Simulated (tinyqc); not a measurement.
# FinFET, parasitic resistance, capacitance and delay, step by step

Program tinyqc, `OMP_NUM_THREADS=1 python tinyqc.py 2170145 2170146 out.jsonl`; Intel Xeon 2.30GHz, shared host, one thread, about 0.03 s. Printed values are rounded.

Nf fins under one contact; each has gated perimeter p = 2 Hf + Wf and cross-section A = Hf Wf; contact width Wc = Nf pf, stack height Hs = Hf. Contact length Lc = CPP - Lg - 2 Lsp, shared by two neighbouring gates. Source and drain sides are equal. The formulas are first-order estimates, not field solutions.

Parameters, values chosen for the exercise; values close to those of silicon logic devices:

| symbol | value | unit | meaning |
|---|---|---|---|
| T | 300 | K | temperature |
| Nf | 3 |  | number of fins |
| Hf | 55 | nm | fin height |
| Wf | 6 | nm | fin width |
| pf | 42 | nm | fin pitch |
| CPP | 45 | nm | contacted gate pitch |
| Lg | 18 | nm | gate length |
| Lsp | 7 | nm | spacer length |
| ks | 5.5 |  | relative permittivity of the spacer |
| Hc | 15 | nm | gate height above the channel stack |
| rc | 6.2e-10 | ohm cm^2 | contact resistivity |
| re | 0.00065 | ohm cm | resistivity of the source-drain epitaxy |
| te | 25 | nm | current-carrying depth of the epitaxy |
| rx | 0.0013 | ohm cm | resistivity of the extension |
| Lov | 0.5 | nm | gate overlap |
| Cinv | 2.5 | uF/cm^2 | inversion capacitance |
| vx | 1.2e7 | cm/s | injection velocity |
| mu | 210 | cm^2/(V s) | apparent mobility |
| VT | 0.2 | V | threshold at zero drain voltage |
| dl | 0.028 | V/V | barrier lowering |
| n | 1.16 |  | subthreshold factor |
| Cw | 0.3 | fF | wire load |
| Vdd | 0.65 | V | supply voltage |

Constants: q = 1.602176634e-19 C, kB = 1.380649e-23 J/K, eps0 = 8.8541878128e-12 F/m, Vt = kB T/q. Results are converted to the units shown.

## Geometry and resistances

Epitaxy sheet resistance Rsh = re/te, transfer length LT = sqrt(rc/Rsh), contact Rc = [sqrt(rc Rsh)/Wc] coth(Lc/(2 LT)); extension of one fin Rx = rx Lsp/A. Effective width N p; for equal currents one side has Rc + Rx/N.

Lc = 13 nm
effective width = 348 nm
Rsh = 260 ohm
LT = 15.44220 nm
Rc = 80.12104 ohm
Rx = 275.7576 ohm
one side times effective width = 59.87000 ohm um

Lc/2 is 0.42 transfer lengths, and Rc is 5.8 % above the area limit rc/(Wc Lc/2). The contact makes up 46.6 % of one side.

## Capacitances

With N fins: gate Cg = Cinv p N Lg; per side, plate Cp = ks eps0 [Wc (Hs + Hc) - N A]/Lsp, top fringe Cf = (2/pi) ks eps0 Wc ln(1 + Lg/(2 Lsp)), overlap Co = Cinv p N Lov. Cs = Cp + Cf + Co. An inverter of two such devices driving an equal one has the load CL = 2 (Cg + 2 Cs) + 4 Cs + Cw (its own drains counted twice for the Miller effect).

Cg = 156.6 aF
Cp = 54.47223 aF
Cf = 3.229228 aF
Co = 4.35 aF
CL = 1109.612 aF

The channel capacitance gives 28.2 % of CL, the parasitic parts 44.7 % and the wire 27.0 %.

## Iteration 1: fin currents at Vgs = Vdd, Vds = Vdd/2

I at the start (uA): fin 1 0, fin 2 0, fin 3 0

One fin: I = p Q vx u/(1 + |u|^1.8)^(1/1.8), Q = Cinv n Vt ln(1 + exp((Vg' - VT + dl Vd')/(n Vt))), u = Vd' mu/(vx Lg), Vg' = Vgs - v, Vd' = Vds - 2 v, with the drop on each side v = Rc (sum of I) + Rx I. I(new) = I(out).

drop v (mV): fin 1 0, fin 2 0, fin 3 0
I(out) (uA): fin 1 149.5677, fin 2 149.5677, fin 3 149.5677
I after iteration 1 (uA): fin 1 149.5677, fin 2 149.5677, fin 3 149.5677

## Iteration 2: fin currents at Vgs = Vdd, Vds = Vdd/2

As before.

drop v (mV): fin 1 77.19499, fin 2 77.19499, fin 3 77.19499
I(out) (uA): fin 1 108.9016, fin 2 108.9016, fin 3 108.9016
I after iteration 2 (uA): fin 1 108.9016, fin 2 108.9016, fin 3 108.9016

## Course of the iteration: fin currents at Vgs = Vdd, Vds = Vdd/2

Stop when the largest change of I is below 1e-6 uA, or after 80 iterations.

Course of the iteration:

| iteration | total I (uA) | largest \|change\| of one entry (uA) |
|---|---|---|
| 1 | 448.7031 | 150 |
| 2 | 326.7047 | 40.7 |
| 3 | 365.3314 | 12.9 |
| 4 | 353.7885 | 3.85 |
| 5 | 357.2955 | 1.17 |
| 6 | 356.2354 | 0.353 |
| 7 | 356.5563 | 0.107 |
| 8 | 356.4592 | 0.0324 |
| 9 | 356.4886 | 9.80e-3 |
| 10 | 356.4797 | 2.96e-3 |
| 11 | 356.4824 | 8.97e-4 |
| 12 | 356.4816 | 2.72e-4 |
| 13 | 356.4818 | 8.22e-5 |
| 14 | 356.4818 | 2.49e-5 |
| 15 | 356.4818 | 7.53e-6 |
| 16 | 356.4818 | 2.28e-6 |
| 17 | 356.4818 | 6.89e-7 |

Converged in 17 iterations. At the end each change is about 0.30 times the one before: linear convergence.

## Effective current, delay and energy

IH = I(Vdd, Vdd/2) = 356.4818 uA
IL = I(Vdd/2, Vdd), solved likewise = 123.7884 uA

Ieff = (IH + IL)/2, delay CL Vdd/(2 Ieff), energy CL Vdd^2, with CL the load of an inverter that drives an equal one.

Ieff = 240.1351 uA
delay = 1.501754 ps
energy = 468.8109 aJ

Without any series resistance Ieff would be 298 uA, so the resistances cost 19.4 %.
